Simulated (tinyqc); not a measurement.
Input admittance of a MOSFET at zero drain bias: distributed channel and distributed gate: input impedance against frequency.

Source and drain grounded, strong inversion, w = 2 pi f, Cox = eps0 eox/tox. The channel is an RC line of resistance 1/(mu Cox Vo) per square fed from both ends, so one finger has the intrinsic admittance y = i w Cox L tanh(g)/g per width, g = (1/2) sqrt(i w tau), tau = L^2/(mu Vo). The vertical resistance rv/L is in series with y, the overlaps 2 i w Cov in parallel: y_t = 1/(1/y + rv/L) + 2 i w Cov. The gate strip is a line of Rsh/L per length loaded by y_t, so a finger has Y = y_t Wf tanh(k)/k, k = (Wf/sd) sqrt(y_t Rsh/L); the device has Nf Y.

Low-frequency limits, with c = Cox L and ct = c + 2 Cov: R_strip = Rsh Wf/(3 sd^2 L Nf), R_ch = (c/ct)^2 L/(12 mu Cox Vo Wf Nf), R_vert = (c/ct)^2 rv/(L Wf Nf), C = ct Wf Nf. Z = 1/(Nf Y) = R + 1/(i w C), Q = |Im Z|/R, far-point signal |1/cosh k|.

Parameters, values chosen for the exercise; values of the order met in silicon radio-frequency transistors:
```
symbol,value,unit,meaning
eox,3.9,,relative permittivity of the gate insulator (close to silicon dioxide)
tox,2.2,nm,insulator thickness
L,0.43,um,channel length
Wf,1.6,um,finger width
Nf,64,,number of fingers
mu,100,cm^2/(V s),channel mobility
Vo,0.45,V,gate overdrive
Rsh,3.3,ohm/square,sheet resistance of the gate
rv,0,ohm um^2,vertical resistivity of the gate stack
sd,2,,number of ends at which a finger is contacted
Cov,0.18,fF/um,overlap and fringe capacitance on each side
```

Constants: eps0 = 8.8541878128e-14 F/cm where lengths are in cm. Results are converted to the units shown.

The same in every row: low-frequency R (ohm) = 4.4813.

Result of one run:

| w tau | \|k\| | R (ohm) | C (fF) | Q | signal at the far point |
|---|---|---|---|---|---|
| 0.12908 | 0.010473 | 4.4812 | 727.97 | 97.575 | 1.0000 |

Which frequency f gave this result: 0.2, 0.5, 3 or 30 GHz?

f = 0.5 GHz.

The whole series:

| f (GHz) | w tau | \|k\| | R (ohm) | C (fF) | Q | signal at the far point |
|---|---|---|---|---|---|---|
| 0.06 | 0.015490 | 0.0036282 | 4.4813 | 727.99 | 813.10 | 1.0000 |
| 0.2 | 0.051634 | 0.0066241 | 4.4813 | 727.99 | 243.93 | 1.0000 |
| 0.5 | 0.12908 | 0.010473 | 4.4812 | 727.97 | 97.575 | 1.0000 |
| 1 | 0.25817 | 0.014810 | 4.4811 | 727.91 | 48.793 | 1.0000 |
| 3 | 0.77451 | 0.025619 | 4.4798 | 727.27 | 16.283 | 0.99998 |
| 9 | 2.3235 | 0.043883 | 4.4679 | 721.58 | 5.4851 | 0.99983 |
| 30 | 7.7451 | 0.072700 | 4.3391 | 664.87 | 1.8389 | 0.99874 |
| 70 | 18.072 | 0.090234 | 3.8349 | 506.89 | 1.1696 | 0.99736 |
| 200 | 51.634 | 0.11486 | 2.2916 | 280.61 | 1.2375 | 0.99588 |

R falls from 4.48 to 2.29 ohm and C falls from 728 to 281 fF. Q goes as f^(-1.00) between the first two rows and f^(0.05) between the last two, where w tau = 51.6 and |k| = 0.115. The low-frequency limits hold both R and C within 5 % up to f = 9 GHz among the rows.

tinyqc, about 0.01 s, one thread, Intel Xeon 2.30GHz (shared host): `OMP_NUM_THREADS=1 python tinyqc.py 2262204 2262205 out.jsonl`
